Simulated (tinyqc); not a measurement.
Sweep of alpha: linear model of a band gap against the share of exact exchange.

E(alpha) = E0 + S alpha. A wider gap screens less, modelled in the Penn form eps(alpha) = 1 + (e0 - 1)(EP/(EP + S alpha))^2 with a scale EP chosen for the exercise. A dielectric-dependent hybrid takes alpha = 1/eps.

Values chosen for the exercise (of the order of those of MgO; the results hold for these values, not for the real material): E0 = 4.62 eV (gap of the semi-local functional); S = 9.69 eV (slope dE/d(alpha)); e0 = 3.33 (optical dielectric constant at alpha = 0); EP = 25.7 eV (energy scale of the screening); Et = 7.71 eV (target gap).

Also the exciton scale relative to alpha = 0, (m/m(0))(eps(0)/eps)^2, with a mass proportional to E + D, D = E0/2 + 0.3 eV, a k.p rule for direct gaps only.

Results:

| alpha | E (eV) | eps | alpha eps | exciton scale |
|---|---|---|---|---|
| 0.00 | 4.620 | 3.330 | 0.000 | 1.00 |
| 0.05 | 5.104 | 3.245 | 0.162 | 1.12 |
| 0.10 | 5.589 | 3.164 | 0.316 | 1.26 |
| 0.15 | 6.074 | 3.087 | 0.463 | 1.40 |
| 0.20 | 6.558 | 3.015 | 0.603 | 1.55 |
| 0.25 | 7.043 | 2.946 | 0.736 | 1.71 |
| 0.35 | 8.011 | 2.818 | 0.986 | 2.05 |
| 0.50 | 9.465 | 2.649 | 1.325 | 2.64 |

alpha eps reaches 1 between alpha = 0.35 and 0.5 (fixed point 0.356), and the target gap is met between 0.25 and 0.35. At the fixed point the gap is 8.07 eV, +0.36 eV from the target. From 0 to 0.25 the gap grows by 2.42 eV while eps falls by 12 %; the exciton scale, which takes both, grows by a factor of 1.71.

Computed by tinyqc, a small Python program: `OMP_NUM_THREADS=1 python tinyqc.py 1880908 1880909 out.jsonl` (the numbers bound the seed that draws the inputs); one thread of a shared host (Intel(R) Xeon(R) Processor @ 2.30GHz), about 0.01 s for the whole set of steps.
